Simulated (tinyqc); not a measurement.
Valley-orbit splitting of a donor ground state, with strain: one step, computed by the program tinyqc.

The basis is the 1s envelope in each valley; energies are counted from the unstrained conduction-band edge. The strain is e_s (a a^T - 1/3) for the unit stress axis a, so valley j along n_j moves by Xi_u e_s w_j with w_j = (n_j.a)^2 - 1/3: +2/3 for [111], -2/9 for the others.

Task: Levels and ground state under strain. Diagonalise H; the ground vector has positive components. The density at the nucleus, and so the contact hyperfine coupling, scales as (sum_j c_j)^2/(number of valleys), which is 1 without strain; the envelopes are held fixed.

Valleys: four along <111>. Stress axis: [111].

H (meV), lower triangle (symmetric):
```
            [111]    [1-1-1]    [-11-1]    [-1-11]
[111]    -9.76933
[1-1-1]  -0.80000  -10.42356
[-11-1]  -0.80000   -0.80000  -10.42356
[-1-11]  -0.80000   -0.80000   -0.80000  -10.42356
```

Give: levels; valley amplitudes of the ground state; hyperfine ratio A/A_0.

Result:

levels (meV): -12.683  -9.624  -9.624  -9.110

valley amplitudes of the ground state: [111] 0.42952, [1-1-1] 0.52138, [-11-1] 0.52138, [-1-11] 0.52138

hyperfine ratio A/A_0 = 0.99367
